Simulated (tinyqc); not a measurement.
What moves the results: Shockley-Read-Hall recombination through one deep level. A value that a table varies takes the place of the one given here.

One level at Et with degeneracy 1: tn = 1/(sn vth Nt), tp = 1/(sp_ vth Nt), n1 = Nc exp((Et - Eg)/kT), p1 = Nv exp(-Et/kT), ni^2 = n1 p1. Equilibrium p0 = Nm, n0 = ni^2/Nm; n = n0 + dn, p = p0 + dn. U = (n p - ni^2)/(tp (n + n1) + tn (p + p1)), lifetime dn/U; emission rates en = sn vth n1, ep = sp_ vth p1.

Constants: kB = 8.617333262e-05 eV/K.

Inputs chosen for the exercise (gap and densities of states near those of GaAs at this temperature; shifted at random, so the results belong to these values and not to a real crystal):
- E1 = 0.547 eV (level (+1/0) above Ev)
- E2 = 1.139 eV (level (0/-1) above Ev)
- gm = 1 (degeneracy of the middle state, the others 1)
- T = 300 K
- Eg = 1.399 eV (gap)
- Nc = 3.99e+17 1/cm^3 (conduction-band density of states)
- Nv = 9.69e+18 1/cm^3 (valence-band density of states)
- Nd = -2.7e+15 1/cm^3 (ionised shallow donors minus acceptors)
- Et = 1.139 eV (recombination level above Ev)
- Nt = 2.7e+15 1/cm^3 (defects)
- sn = 1.1e-15 cm^2 (electron capture cross-section)
- sp_ = 2.5e-15 cm^2 (hole capture cross-section)
- vth = 23000000 cm/s (thermal velocity, both carriers)
- Nm = 2.7e+16 1/cm^3 (equilibrium holes for the lifetime steps)
- dn = 1.7e+12 1/cm^3 (excess pairs)

## Charge state against the Fermi level (deep level with several charge states)

Energies from Ev. The defect has charge states +1, 0, -1 with weights 1, gm exp((EF - E1)/kT), exp((2 EF - E1 - E2)/kT); the shares are the weights over their sum. Boltzmann carriers: n = Nc exp((EF - Eg)/kT), p = Nv exp(-EF/kT). Neutrality: p - n + Nd + Nt <q> = 0.

Shares:
```
EF (eV)     +1      0     -1     <q>
0.084    1.000  0.000  0.000   1.000
0.196    1.000  0.000  0.000   1.000
0.308    1.000  0.000  0.000   1.000
0.420    0.993  0.007  0.000   0.993
0.532    0.641  0.359  0.000   0.641
0.644    0.023  0.977  0.000   0.023
0.755    0.000  1.000  0.000   0.000
0.867    0.000  1.000  0.000   0.000
0.979    0.000  0.998  0.002  -0.002
1.091    0.000  0.865  0.135  -0.135
1.203    0.000  0.078  0.922  -0.922
1.315    0.000  0.001  0.999  -0.999
```

What can be read from the table?

Where the levels are several kT apart the middle state rules between about E1 - kT ln gm = 0.547 and E2 + kT ln gm = 1.139 eV; its largest share listed is 1.000. Each step spreads from 10 % to 90 % over 4.4 kT = 0.114 eV.

## Defects against doping (deep level with several charge states)

Nt takes the listed multiples of |Nd|; the resistivity uses mobilities of 1000 (electrons) and 300 (holes) cm^2/(V s), chosen for the exercise, and e = 1.602176634e-19 C.

Neutral state:
```
Nt/|Nd|  EF (eV)  n (1/cm^3)  p (1/cm^3)  rho (ohm cm)
0.01      0.2119     0.00455    2.67e+15          7.78
0.10      0.2143     0.00501    2.43e+15          8.56
0.30      0.2208     0.00644    1.89e+15          11.0
0.60      0.2353      0.0113    1.08e+15          19.3
0.90      0.2711      0.0450    2.70e+14          77.0
1.10      0.4875         194    6.27e+10      3.32e+05
1.50      0.5291         970    1.25e+10      1.66e+06
3.00      0.5649    3.88e+03    3.13e+09      6.64e+06
10.00     0.6038    1.75e+04    6.96e+08      2.99e+07
```

What does this show, and why?

EF goes from 0.212 to 0.604 eV and the resistivity from 7.78 to 2.99e+07 ohm cm, with a largest value of 2.99e+07. The largest move of EF, +0.216 eV, comes between Nt/|Nd| = 0.9 and 1.1; the levels lie at 0.547 and 1.139 eV. A defect can take up to one carrier of either sign, so the doping can be cancelled no earlier than Nt = |Nd|, there only if EF lies well beyond the level that takes the carriers and otherwise at larger Nt (mean charge +0.10 in the last row).

## Lifetime against injection

Recombination:
```
dn (1/cm^3)  lifetime (microsecond)  U (1/(cm^3 s))
1.0e+11                     0.01464        6.83e+18
1.0e+12                     0.01464        6.83e+19
1.0e+13                     0.01465        6.83e+20
1.0e+14                     0.01467        6.82e+21
1.0e+15                     0.01487        6.72e+22
1.0e+16                     0.01638        6.10e+23
1.0e+17                     0.01971        5.07e+24
1.0e+18                     0.02091        4.78e+25
```

How do the results move?

The lifetime rises from 0.01464 to 0.02091 microsecond; tn + tp = 0.02108. At low injection it is tn (1 + p1/p0) + tp n1/p0 with n1/Nm = 0.00063 and p1/Nm = 2.6e-17: re-emission is negligible, so minority capture alone counts. Auger and radiative paths are left out; they cut in at the highest injections, and in a doped direct-gap crystal the radiative one counts at all injections. dn = dp neglects trapped charge, which matters where the traps hold a charge comparable with dn, at low injection and with very unequal cross sections.

## Where a level does most harm

Et takes the values listed; G = Nt en ep/(en + ep) in a depleted region; the lifetime is for dn = 1e11 1/cm^3.

Results:
```
Et (eV)  lifetime (microsecond)  G (1/(cm^3 s))
0.084                     0.219        2.21e+03
0.196                    0.0173        1.68e+05
0.308                    0.0147        1.28e+07
0.420                    0.0146        9.75e+08
0.532                    0.0146        7.42e+10
0.644                    0.0146        5.65e+12
0.755                    0.0146        1.78e+14
0.867                    0.0146        4.10e+12
0.979                    0.0146        5.38e+10
1.091                    0.0146        7.07e+08
1.203                    0.0147        9.29e+06
1.315                    0.0183        1.22e+05
```

What does this show?

Generation peaks where en = ep, at Eg/2 + (kT/2) ln(sp_ Nv/(sn Nc)) = 0.751 eV; the largest value listed is at 0.755 eV, and G falls by a decade for each 0.060 eV away from the peak. The lifetime is within a factor 2 of its minimum, 0.0146 microsecond, from 0.196 to 1.315 eV: recombination tolerates a wide range of Et, generation a narrow one.

## What moves lifetime and leakage

G = Nt en ep/(en + ep). Each row changes one parameter from the base and keeps the others.

Results:
```
case                  lifetime (microsecond)  G (1/(cm^3 s))
base                                 0.01464        1.10e+08
Et = 1.179 eV                        0.01466        2.35e+07
sn = 2.2e-15 cm^2                   0.007324        1.10e+08
sp_ = 5e-15 cm^2                     0.01464        2.21e+08
Nt = 1.35e+15 1/cm^3                 0.02929        5.52e+07
Nm = 8.1e+16 1/cm^3                  0.01464        1.10e+08
dn = 5.1e+12 1/cm^3                  0.01464        1.10e+08
```

How do the results move?

The largest shifts from the base row, up to three for each result and ties (the steps differ in size, so this ranks the rows, not the parameters). lifetime (microsecond): Nt +0.0146, sn -0.00732, Et +1.51e-05; unchanged at the printed digits by sp_, Nm and dn. G (1/(cm^3 s)): sp_ +1.10e+08, Et -8.69e+07, Nt -5.52e+07; unchanged at the printed digits by sn, Nm and dn.

tinyqc: `OMP_NUM_THREADS=1 python tinyqc.py 1682202 1682203 out.jsonl`; about 0.01 s, one thread, shared Intel(R) Xeon(R) Processor @ 2.30GHz.
